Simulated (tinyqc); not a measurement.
Strained quantum well: band edges, subbands and transparency: one step. Transparency density.

Transparency (Bernard-Duraffourg): Fc - Fv equals the lowest transition energy with n = p, n = sum m/(2 pi c) kB T ln(1 + exp((Fc - E)/kB T)) and p likewise over the listed subbands; c = hbar^2/2m0, 1/angstrom^2 = 1e16/cm^2.

Constants: hbar^2/2m0 = 3.80998211 eV angstrom^2; kB = 8.617333262e-05 eV/K.

Parameters, chosen for this exercise (out of a larger set: near those of a GaAsP/AlGaAs well; not measured data): T = 350 K (temperature); Br = 2.4 x 1e-4 cm^2/s (two-dimensional radiative coefficient).

Subbands:

| level | E (eV) | m in the plane |
|---|---|---|
| e1 | 0.741074 | 0.076500 |
| e2 | 0.868871 | 0.076500 |
| lh1 | -0.879910 | 0.211864 |
| hh1 | -0.897553 | 0.119617 |
| hh2 | -0.937140 | 0.119617 |
| lh2 | -0.973705 | 0.211864 |
| hh3 | -0.992806 | 0.119617 |

Task: Solve for u = (Fc - e1)/kB T; give n_tr, the share of holes in the top subband and the current e Br n_tr^2 (e = 1.602177e-19 C).

Give: u; n_tr; share; current density.

Result:

u = 0.974
n_tr = 1.284 x 1e12/cm^2
share = 0.666
current density = 63.4 A/cm^2

For mirror-image bands u = 0 and n_tr = me kB T ln2/(2 pi c) = 0.668 x 1e12/cm^2; the heavier or more numerous hole states raise it by a factor 1.92.

Program tinyqc; command `OMP_NUM_THREADS=1 python tinyqc.py 1282787 1282788 out.jsonl`; about 0.01 s on one thread of a shared Intel(R) Xeon(R) Processor @ 2.30GHz.
